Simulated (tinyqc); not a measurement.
# Metal gate on a two-layer dielectric stack with fixed charge and a dipole: flat band against the thickness t2

Gate, layer 2, layer 1, p-type semiconductor; x runs from the gate inwards. Charges are counted in units of +q. psi is the band bending at the surface, positive towards inversion. Classical charge, Boltzmann statistics, no interface traps.

EOT = 3.9 (t1/e1 + t2/e2), Cox = eps0/(t1/e1 + t2/e2); phi_ms = pM - (chi + Eg - Vt ln(Nv/Na)). Vfb = phi_ms + Vd - (q/eps0) [Q1 (t1/e1 + t2/e2) + Q2 t2/e2 + r1 (t1^2/(2 e1) + t1 t2/e2) + r2 t2^2/(2 e2)]: each charge counts with its electrical distance from the gate. ni = sqrt(Nc Nv) exp(-Eg/(2 Vt)), Eg in volts, pB = Vt ln(Na/ni), Vth = Vfb + 2 pB + sqrt(4 q eps0 eps_r Na pB)/Cox.

Values chosen for this exercise; band and dielectric values close to those of silicon, layer 1 close to silicon dioxide, layer 2 close to aluminium oxide:
```
symbol    value   unit                                               meaning
T           350      K                                           temperature
Eg         1.11     eV                                              band gap
eps_r      11.7                                        relative permittivity
Nc      3.48e19  cm^-3                conduction-band density of states at T
Nv      3.36e19  cm^-3                   valence-band density of states at T
chi        4.07     eV                                     electron affinity
Na         2e17  cm^-3                                      acceptor density
pM         5.03     eV                       work function of the gate metal
t1          0.6     nm       thickness of layer 1, next to the semiconductor
e1         3.84                             relative permittivity of layer 1
e2         8.94                             relative permittivity of layer 2
Q1       2.4e11  cm^-2           fixed charge at the semiconductor interface
Q2       2.1e12  cm^-2                       fixed charge between the layers
r1       8.9e18  cm^-3                     uniform charge density in layer 1
r2            0  cm^-3                     uniform charge density in layer 2
Vd         0.08      V  flat-band shift by a dipole layer between the layers
```

Constants: q = 1.602176634e-19 C, kB = 1.380649e-23 J/K, Vt = kB T/q, eps0 = 8.8541878128e-14 F/cm where lengths are in cm. Results are converted to the units shown.

Result of one run:

| t2 (nm) | EOT (nm) | Vfb (V) | Vth (V) |
|---|---|---|---|
| 3.1 | 1.962 | -0.1101 | 0.8206 |

What becomes of these results when the thickness of layer 2, next to the gate t2 is changed from 3.1 to 1 nm, all else the same?

Result of the changed run:

| t2 (nm) | EOT (nm) | Vfb (V) | Vth (V) |
|---|---|---|---|
| 1 | 1.046 | 0.01204 | 0.8817 |

The whole series:

| t2 (nm) | EOT (nm) | Vfb (V) | Vth (V) |
|---|---|---|---|
| 1 | 1.046 | 0.01204 | 0.8817 |
| 1.7 | 1.351 | -0.02868 | 0.8613 |
| 2.4 | 1.656 | -0.06940 | 0.8410 |
| 3.1 | 1.962 | -0.1101 | 0.8206 |
| 3.9 | 2.311 | -0.1567 | 0.7974 |
| 4.6 | 2.616 | -0.1974 | 0.7771 |
| 5.3 | 2.921 | -0.2381 | 0.7567 |
| 6 | 3.227 | -0.2788 | 0.7364 |

Vfb falls from 0.0120 to -0.279 V and Vth falls from 0.882 to 0.736 V. The slope dVfb/dEOT is -133 mV/nm between the first two rows and -133 between the last two: a straight line, set by the charge below the growing layer, which reads as 2.87e12 cm^-2. A line through the end rows meets EOT = 0 at 0.151 V, against phi_ms + Vd = 0.0845 V; an effective work function read from it is off by 147 mV from pM.

Numbers from tinyqc (`OMP_NUM_THREADS=1 python tinyqc.py 2010042 2010043 out.jsonl`; about 0.01 s on one thread of a shared Intel Xeon 2.30GHz).
